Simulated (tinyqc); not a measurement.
# Surface potential of a MOS transistor: implicit equation and explicit approximations: what changes with what

p-type body, charge-sheet picture, depletion and inversion only, full ionisation (an idealisation for deep acceptors), Boltzmann statistics (rough once Na exp(x - xn) passes about Nc/7). In units of Vt: xg = (Vg - Vfb)/Vt, x = psi/Vt, G = gamma/sqrt(Vt), xn = (2 phiF + Vc)/Vt. The implicit equation is (xg - x)^2 = G^2 [x - 1 + exp(x - xn)] for x above about 3. Cox = eps0 eox/tox.

Values chosen for this exercise; band and dielectric values close to those of silicon: temperature T = 300 K; band gap Eg = 1.12 eV; relative permittivity eps_r = 11.8; conduction-band density of states at T Nc = 2.82e19 cm^-3; valence-band density of states at T Nv = 2.67e19 cm^-3; relative permittivity of the gate insulator (close to silicon dioxide) eox = 3.9; insulator thickness tox = 12 nm; acceptor density Na = 1.9e17 cm^-3; flat-band voltage Vfb = -0.63 V; channel-body voltage Vc = 0 V; gate-body voltage Vg = 1.19 V.

Constants: q = 1.602176634e-19 C, kB = 1.380649e-23 J/K, Vt = kB T/q, eps0 = 8.8541878128e-14 F/cm where lengths are in cm. Results are converted to the units shown.

Each table varies one quantity; the others keep the values above.

## Accuracy of the approximations against gate voltage

ni = sqrt(Nc Nv) exp(-Eg/(2 Vt)), Eg in volts; phiF = Vt ln(Na/ni); gamma = sqrt(2 q eps0 eps_r Na)/Cox; VT = Vfb + Vt (xn + G sqrt(xn - 1)). Depletion value a = 1 + [sqrt(G^2/4 + xg - 1) - G/2]^2; inversion value b = xn + ln[(xg - xn)^2/G^2 - xn + 1] and first guess y = min(a, b) - ln(1 + exp(-|a - b|)) if a > xn + 1, else b = y = a; one second-order correction with D = exp(y - xn), p = 2 (xg - y) + G^2 (1 + D), w = (xg - y)^2 - G^2 (y - 1 + D): z = y + 2 w/(p + sqrt(p^2 - 2 (2 - G^2 D) w)), or the Newton step z = y + w/p where the root is not real. N_inv = (Cox Vt G/q) [sqrt(x - 1 + exp(x - xn)) - sqrt(x - 1)] at the root. Lambert form (Cox m Vt/q) W0[(G/(2 m sqrt(xn - 1))) exp((Vg - VT)/(m Vt))], m = 1 + G/(2 sqrt(xn - 1)). Errors under 1e-4 mV, and the linear form below VT, are printed as 0.

Results:
```
Vg (V)	psi (V)	x - xn	error of y (mV)	error of z (mV)	N_inv (cm^-2)	Cox (Vg - VT)/q (cm^-2)	Lambert form (cm^-2)
0.63	0.5974	-10.27	3.29e-4	0	9.330e5	0	5.619e5
0.83	0.7264	-5.281	0.0452	0	1.237e8	0	1.049e8
1.03	0.8538	-0.3519	5.88	-0.0112	1.564e10	0	1.564e10
1.23	0.9216	2.271	13.1	-0.709	1.955e11	3.507e11	1.999e11
1.43	0.9477	3.282	10.3	-0.363	4.862e11	7.099e11	4.966e11
1.63	0.9632	3.880	7.97	-0.155	8.051e11	1.069e12	8.213e11
2.03	0.9831	4.650	5.68	-0.0527	1.472e12	1.788e12	1.498e12
2.23	0.9904	4.932	5.03	-0.0359	1.812e12	2.147e12	1.843e12
```

Estimate the missing row, Vg = 1.83 V.

Computed row:
```
Vg (V)	psi (V)	x - xn	error of y (mV)	error of z (mV)	N_inv (cm^-2)	Cox (Vg - VT)/q (cm^-2)	Lambert form (cm^-2)
1.83	0.9743	4.310	6.59	-0.0843	1.135e12	1.428e12	1.157e12
```

With this row back in the table: psi rises from 0.597 to 0.990 V and ends 4.9 Vt above 2 phiF + Vc. Among the rows the first guess is off by at most 13 mV (at Vg = 1.23 V) and the corrected value by at most 0.71 mV. In the last row the linear form is 18 % above N_inv and the Lambert form 1.7 % above it; in the first row the Lambert form is 40 % below it. For Vg = 1.43, 1.63, 1.83, 2.03, 2.23 the electron quasi-Fermi level lies less than 2 Vt below the band edge at the surface, or above it, where degeneracy and confinement, left out, matter.

## Effect of the insulator thickness at fixed gate voltage

Same model as above.

Effect of the insulator thickness at fixed gate voltage:
```
tox (nm)	psi (V)	x - xn	error of y (mV)	error of z (mV)	N_inv (cm^-2)	Cox (Vg - VT)/q (cm^-2)	Lambert form (cm^-2)
4	1.007	5.567	9.83	-0.324	2.822e12	3.717e12	2.929e12
5.5	0.9884	4.856	9.72	-0.308	1.714e12	2.310e12	1.770e12
7.5	0.9675	4.048	10.4	-0.384	9.222e11	1.310e12	9.480e11
10	0.9411	3.026	12.7	-0.733	3.883e11	6.226e11	3.978e11
14	0.8663	0.1315	10.5	-0.116	2.510e10	3.325e10	2.529e10
19	0.6895	-6.708	0.0145	0	3.051e7	0	2.298e7
26	0.5052	-13.84	0	0	2.881e4	0	8218
36	0.3419	-20.15	0	0	63.97	0	2.301
```

As tox goes from 4 to 36, psi falls from 1.01 to 0.342 V, x - xn falls from 5.57 to -20.2 and N_inv falls from 2.82e12 to 64.0 cm^-2. The Lambert form lies between 0.0360 and 1.04 times N_inv. For tox = 4, 5.5, 7.5 the electron quasi-Fermi level lies less than 2 Vt below the band edge at the surface, or above it, where degeneracy and confinement, left out, matter.

Numbers from tinyqc (`OMP_NUM_THREADS=1 python tinyqc.py 2122142 2122143 out.jsonl`; about 0.01 s on one thread of a shared Intel Xeon 2.30GHz).
